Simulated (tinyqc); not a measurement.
# Thin-body transistor below threshold, two-dimensional Poisson equation on a small mesh, step by step

Numbers from tinyqc (`OMP_NUM_THREADS=1 python tinyqc.py 2480027 2480028 out.jsonl`; about 0.09 s on one thread of a shared Intel Xeon 2.30GHz). Printed values are rounded.

A thin body on a thick buried insulator of low permittivity, taken as carrying no normal field at the bottom of the body (row 0). Mobile charge is neglected (subthreshold), the body is fully depleted, and potentials are counted from the intrinsic level; rows run upward to the gate, columns from source to drain.

Parameters, values chosen for the exercise; semiconductor permittivity close to that of In0.53Ga0.47As:
- T = 300 K (temperature)
- eps_r = 13.9 (relative permittivity of the semiconductor)
- eox = 3.9 (relative permittivity of the insulator)
- tb = 4 nm (body thickness)
- tox = 1.6 nm (insulator thickness)
- L = 34 nm (channel length)
- Na = 0 cm^-3 (acceptor density of the depleted body)
- Vbi = 0.51 V (potential of the source)
- Vfb = -0.03 V (gate offset)
- Vg = 0 V (gate voltage)
- Vd = 0.05 V (drain voltage)

Constants: q = 1.602176634e-19 C, kB = 1.380649e-23 J/K, Vt = kB T/q, eps0 = 8.8541878128e-14 F/cm where lengths are in cm. Results are converted to the units shown.

## Coefficients of the five-point equations

Mesh: rows i = 0..2 in the semiconductor (step hs = tb/2, row 2 on the interface), then 1 step(s) ho = tox/1 up to the gate row 3; columns j = 0..4 (step hy = L/4). Box integration, divided by eps0: up_i = eps hy/h of the interval above row i, dn_i = that of the interval below (0 for row 0), lat_i = (sum of eps h/2 over the intervals above and below)/hy, s_i = -q Na w_i hy/eps0 with w_i the semiconductor height of the box (hs/2 for row 0 and the interface row, hs between, 0 in the insulator). Each free node obeys (up + dn + 2 lat) psi = up psi(above) + dn psi(below) + lat [psi(left) + psi(right)] + s.

```
row        up        dn       lat  s (V)
0    59.07500         0  1.635294      0
1    59.07500  59.07500  3.270588      0
2    20.71875  59.07500  2.002353      0
```

## Iteration 1: over-relaxation sweep (omega = 1.5)

psi at the start (fixed values on the edges, free nodes at zero) (V):
```
             j=0        j=1        j=2        j=3        j=4
row 0  0.5100000  0.0000000  0.0000000  0.0000000  0.5600000
row 1  0.5100000  0.0000000  0.0000000  0.0000000  0.5600000
row 2  0.5100000  0.0000000  0.0000000  0.0000000  0.5600000
row 3  0.0300000  0.0300000  0.0300000  0.0300000  0.0300000
```

Free nodes: rows 0..2, columns 1..3, taken row by row from row 0, left to right. t = (up psi(above) + dn psi(below) + lat [psi(left) + psi(right)] + s)/(up + dn + 2 lat), with the newest neighbours; psi(new) = psi + 1.5 (t - psi).

psi after iteration 1 (V):
```
             j=0        j=1        j=2        j=3        j=4
row 0  0.5100000  0.0200656  0.0007895  0.0220638  0.5600000
row 1  0.5100000  0.0343253  0.0019115  0.0377878  0.5600000
row 2  0.5100000  0.0657028  0.0155023  0.0717120  0.5600000
row 3  0.0300000  0.0300000  0.0300000  0.0300000  0.0300000
```

## Iteration 2: over-relaxation sweep (omega = 1.5)

As before.

psi after iteration 2 (V):
```
             j=0        j=1        j=2        j=3        j=4
row 0  0.5100000  0.0588508  0.0055057  0.0649257  0.5600000
row 1  0.5100000  0.0914929  0.0190601  0.1009912  0.5600000
row 2  0.5100000  0.0938588  0.0294644  0.1031907  0.5600000
row 3  0.0300000  0.0300000  0.0300000  0.0300000  0.0300000
```

## Course of the iteration: over-relaxation sweep (omega = 1.5)

Stop when the largest change of psi is below 1e-7 V, or after 400 iterations. Fixed values: gate row Vg - Vfb; column 0 at Vbi and the last column at Vbi + Vd in the semiconductor, each running linearly to Vg - Vfb across the insulator.

Course of the iteration:
```
iteration  psi at row 0, j = 2 (V)  largest |change| of one entry (V)
1                      7.894652e-4                             0.0717
2                      0.005505689                             0.0632
3                       0.03164860                             0.0694
4                       0.05603277                             0.0246
5                       0.07659969                             0.0206
6                       0.08789606                             0.0113
7                       0.09255672                            4.66e-3
8                       0.09341741                            9.83e-4
9                       0.09300442                            9.23e-4
...                            ...                                ...
14                      0.09197196                            6.99e-5
15                      0.09196495                            1.96e-5
16                      0.09196339                            2.91e-6
17                      0.09196348                            4.53e-6
18                      0.09196488                            2.97e-6
19                      0.09196601                            1.82e-6
20                      0.09196680                            7.92e-7
21                      0.09196711                            3.09e-7
22                      0.09196721                            9.77e-8
```

Converged in 22 iterations. The changes do not fall evenly; from iteration 17 to 22 they shrink by a factor of 2.2 a step on average.

## Barrier, swing and barrier lowering

converged psi (V):
```
             j=0        j=1        j=2        j=3        j=4
row 0  0.5100000  0.1611578  0.0919671  0.1733760  0.5600000
row 1  0.5100000  0.1534166  0.0877983  0.1649272  0.5600000
row 2  0.5100000  0.1295666  0.0757265  0.1388759  0.5600000
row 3  0.0300000  0.0300000  0.0300000  0.0300000  0.0300000
```

d psi/dVg on row 0: j=0 0.0000000, j=1 0.7281843, j=2 0.8772928, j=3 0.7281843, j=4 0.0000000
d psi/dVd on row 0: j=0 0.000000, j=1 0.013726, j=2 0.061354, j=3 0.258090, j=4 1.000000

The barrier is read along row 0, the path farthest from the gate. Take the node j of lowest psi: barrier Vbi - psi_j; swing Vt ln 10/(d psi_j/dVg); DIBL = (d psi_j/dVd)/(d psi_j/dVg). The derivatives solve the same equations with s = 0 and a unit change of that voltage.

j = 2
barrier = 0.4180329 V
swing = 67.85241 mV/decade
DIBL = 69.93516 mV/V

A mesh of 12, 8 and 80 steps (semiconductor, insulator, channel) gives a barrier of 0.433 V, a swing of 65.7 mV a decade and a DIBL of 49.0 mV/V; the small mesh puts the barrier 3.4 % below that.
